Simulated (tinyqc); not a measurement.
# A spin-degenerate level with charging energy between two leads, rate equations: current against bias

States 0, up, down and 2 with energies 0, e1 - Ez/2, e1 + Ez/2 and 2 e1 + U. mu_L = +V/2, mu_R = -V/2 (meV), f(x) = 1/(1 + exp(x/kB T)). A transition that adds one electron of given spin at the energy E has the rate G f(E - mu) from each lead, and its reverse G [1 - f(E - mu)]. I counts electrons leaving the left lead, times q.

Transition energies: 0-up e1 - Ez/2, 0-down e1 + Ez/2, up-2 e1 + U + Ez/2, down-2 e1 + U - Ez/2. dp/dt = W p; W_ji is the rate from state i to j, and each column sums to zero. Steady state: W p = 0 with sum p = 1. I = q GL sum over transitions i-j of [fL p_i - (1 - fL) p_j].

Parameters, values chosen for the exercise:
- U = 5.3 meV (charging energy of the second electron)
- e1 = -2.7 meV (level)
- GL = 3.1 1/ns (tunnel rate to the left lead)
- GR = 0.42 1/ns (tunnel rate to the right lead)
- T = 0.98 K (temperature)
- Ez = 0 meV (Zeeman splitting)

Constants: q = 1.602176634e-19 C, kB = 1.380649e-23 J/K, Vt = kB T/q. Results are converted to the units shown.

Results:

| V (mV) | I (pA) | I (GL + GR)/(q GL GR) | mean number | p(2) |
|---|---|---|---|---|
| 0.53 | 7.583e-11 | 1.280e-12 | 1.000 | 4.32e-13 |
| 1.06 | 1.752e-9 | 2.956e-11 | 1.000 | 9.97e-12 |
| 1.59 | 4.039e-8 | 6.816e-10 | 1.000 | 2.30e-10 |
| 2.12 | 9.313e-7 | 1.571e-8 | 1.000 | 5.30e-9 |
| 2.65 | 2.147e-5 | 3.623e-7 | 1.000 | 1.22e-7 |
| 3.18 | 4.951e-4 | 8.354e-6 | 1.000 | 2.82e-6 |
| 4.24 | 0.2626 | 0.004432 | 1.001 | 1.49e-3 |
| 4.77 | 5.790 | 0.09769 | 1.032 | 0.0330 |
| 5.3 | 65.69 | 1.109 | 1.377 | 0.390 |
| 5.83 | 115.0 | 1.940 | 1.728 | 0.743 |
| 6.36 | 118.4 | 1.997 | 1.760 | 0.774 |
| 6.89 | 118.5 | 2.000 | 1.761 | 0.776 |

Estimate the missing row, V = 3.71 mV.

Computed row:

| V (mV) | I (pA) | I (GL + GR)/(q GL GR) | mean number | p(2) |
|---|---|---|---|---|
| 3.71 | 0.01141 | 1.926e-4 | 1.000 | 6.49e-5 |

With this row back in the table: The scaled current rises from 1.28e-12 to 2.00. A transition enters the bias window when V = 2 |E|: at 5.20, 5.40 mV, each step a few kB T = 0.0844 meV wide. With all four transitions inside, the scaled current tends to 2 and the mean number to 2 GL/(GL + GR) = 1.76; the last row has 2.00 and 1.76.

Range of the model: Rate equations need hbar G well below kB T; cotunnelling and the Kondo effect are left out.

Program tinyqc, `OMP_NUM_THREADS=1 python tinyqc.py 2780130 2780131 out.jsonl`; Intel Xeon 2.30GHz, shared host, one thread, about 0.01 s.
